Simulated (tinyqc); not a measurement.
Worked calculation: two-band massive Dirac model of the K valleys. Values are carried at full precision from step to step, so a last printed digit may differ when a step is redone from the rounded ones.

Basis (conduction, valence): H = [[D/2, a t (tau kx - i ky)], [a t (tau kx + i ky), -D/2 + lam tau sz]], valley tau = +/-1, spin sz = +/-1. The gap of a spin and valley is G = D - lam tau sz. Berry curvature Omega = curl of i<u|grad u>; for the conduction band Omega_c = -tau 2 a^2 t^2 G/(G^2 + 4 a^2 t^2 k^2)^(3/2), and Omega_v = -Omega_c.

Constants: hbar^2/2m0 = 3.80998211 eV angstrom^2.

Inputs chosen for the exercise (near those used for monolayer MoSe2; the results hold for these values, not for the real material):
- a = 3.315 angstrom (lattice constant)
- D = 1.38 eV (gap parameter)
- t = 0.89 eV (effective hopping)
- lam = 0.099 eV (half the valence spin splitting)
- tau = -1 (valley)
- sz = 1 (spin)
- k = (0.021, 0.087) 1/angstrom (wave vector from the valley)
- h = 0.02 1/angstrom (side of the plaquette)

## Band edges of the four flavours

At k = 0: Ec = D/2, Ev = -D/2 + lam tau sz; mass m/m0 = c G/(a t)^2 for both bands, c = hbar^2/2m0; Omega_c(0) = -2 tau a^2 t^2/G^2.

Edges:
```
tau  sz  Ec (eV)  Ev (eV)  G (eV)  mass (m0)  Omega_c (angstrom^2)
1     1   0.6900  -0.5910  1.2810     0.5607               -10.609
1    -1   0.6900  -0.7890  1.4790     0.6474                -7.959
-1    1   0.6900  -0.7890  1.4790     0.6474                 7.959
-1   -1   0.6900  -0.5910  1.2810     0.5607                10.609
```

The top of the valence band has spin up at tau = +1 and spin down at tau = -1: spin and valley are locked, with 198 meV between the two valence bands (A and B transitions at 1.281 and 1.479 eV, without exciton binding).

## H at one k

Fill in the matrix and diagonalise: E = lam tau sz/2 -/+ sqrt(G^2/4 + a^2 t^2 k^2).

H (eV), rows c, v and columns alike:
```
[[0.6900, -0.0620-0.2567i],
 [-0.0620+0.2567i, -0.7890]]
```

levels (eV): [-0.8347, 0.7357]

cos(theta) = G/(E+ - E-) = 0.9418

## Curvature, orbital moment and circular dichroism

Omega_c from the formula; orbital moment of both bands m = -tau (a t)^2 G/(c (G^2 + 4 a^2 t^2 k^2)) in Bohr magnetons (charge -e), c = hbar^2/2m0; interband strengths |P+/-|^2 proportional to (1 +/- tau cos(theta))^2 for P+/- = Px +/- i Py, and eta = (|P+|^2 - |P-|^2)/(|P+|^2 + |P-|^2) = 2 tau cos(theta)/(1 + cos^2(theta)).

Omega_c = 6.648 angstrom^2
orbital moment = 1.370 muB
eta = -0.9982

All three change sign with the valley. The selection rule, exact at k = 0, still holds to 99.8 % here.

## The curvature from a plaquette

Corners counter-clockwise around k, from (-h/2, -h/2); upper eigenvector u with its first component real and positive; Omega = -(sum of arg <u_j|u_(j+1)>)/h^2.

Corners:
```
j      kx      ky      u_c                u_v  arg <u_j|u_j+1> (rad)
1  0.0110  0.0770  0.98870  -0.02120+0.14838i               0.005696
2  0.0310  0.0770  0.98724  -0.05946+0.14770i              -0.002241
3  0.0310  0.0970  0.98144  -0.05838+0.18266i              -0.006914
4  0.0110  0.0970  0.98281  -0.02080+0.18346i               0.000802
```

Omega_c from the plaquette = 6.641 angstrom^2

The formula at the centre gives 6.648; the plaquette averages over its area.

## Checks

- Curvature formula against a plaquette of side 1e-4: both 6.6476.
- Eta against the matrix elements of dH/dkx +/- i dH/dky: both -0.99820.

Run: tinyqc, `OMP_NUM_THREADS=1 python tinyqc.py 1451085 1451086 out.jsonl`; Intel(R) Xeon(R) Processor @ 2.30GHz, one thread, shared host; about 0.01 s of CPU time with all checks.
